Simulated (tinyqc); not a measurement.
Resistive crossbar, vector-matrix product with wire resistance: two steps of the calculation.

3 rows and 2 columns. Cell (i, j) joins row node wij to column node bij. Each row is driven at its left end through one wire segment rw; neighbouring nodes along a row or a column are joined by rw; each column ends below the last row in one more rw and a virtual ground, where its current is read. Ideal output: I_j = sum_i V_i G_ij.

Parameters, values chosen for the exercise: wire resistance between neighbouring cells rw = 50 ohm; input voltages of the rows V = [0.25, 0.34, 0.34] V.

Task 1. Node voltages and column currents. Solve A x = b; I_j = b3j/rw.

A (uS):
```
        w11        w12     w21        w22     w31     w32     b11        b12
w11   40480     -20000       0          0       0       0    -480          0
w12  -20000  20092.000       0          0       0       0       0        -92
w21       0          0   40370     -20000       0       0       0          0
w22       0          0  -20000  20043.000       0       0       0          0
w31       0          0       0          0   40480  -20000       0          0
w32       0          0       0          0  -20000   20470       0          0
b11    -480          0       0          0       0       0   20480          0
b12       0        -92       0          0       0       0       0  20092.000
b21       0          0    -370          0       0       0  -20000          0
b22       0          0       0        -43       0       0       0     -20000
b31       0          0       0          0    -480       0       0          0
b32       0          0       0          0       0    -470       0          0

        b21        b22     b31     b32
w11       0          0       0       0
w12       0          0       0       0
w21    -370          0       0       0
w22       0        -43       0       0
w31       0          0    -480       0
w32       0          0       0    -470
b11  -20000          0       0       0
b12       0     -20000       0       0
b21   40370          0  -20000       0
b22       0  40043.000       0  -20000
b31  -20000          0   40480       0
b32       0     -20000       0   40470
```

b (uA): w11 5000, w12 0, w21 6800, w22 0, w31 6800, w32 0, b11 0, b12 0, b21 0, b22 0, b31 0, b32 0

Find: row nodes; column nodes; column currents.

Result 1.

row nodes (mV): w11 243.89, w12 242.83, w21 333.67, w22 332.97, w31 325.36, w32 318.10
column nodes (mV): b11 33.785, b12 11.837, b21 28.743, b22 10.774, b31 18.059, b32 9.0187
column currents (uA): column 1 361.18, column 2 180.37

Task 2. Error against the ideal product. Ideal I_j = sum_i V_i G_ij; error = I/ideal - 1.

cell conductances G (uS):
```
       column 1  column 2
row 1       480        92
row 2       370        43
row 3       480       470
```

column currents (uA): column 1 361.17940, column 2 180.37347

Wanted: ideal currents; error.

Result 2.

ideal currents (uA): column 1 409.00, column 2 197.42
error (%): column 1 -11.69, column 2 -8.635

The largest error is in column 1. All currents fall short, since the wires take part of the voltage.

Numbers from tinyqc (`OMP_NUM_THREADS=1 python tinyqc.py 2880041 2880042 out.jsonl`; about 0.03 s on one thread of a shared Intel Xeon 2.30GHz).
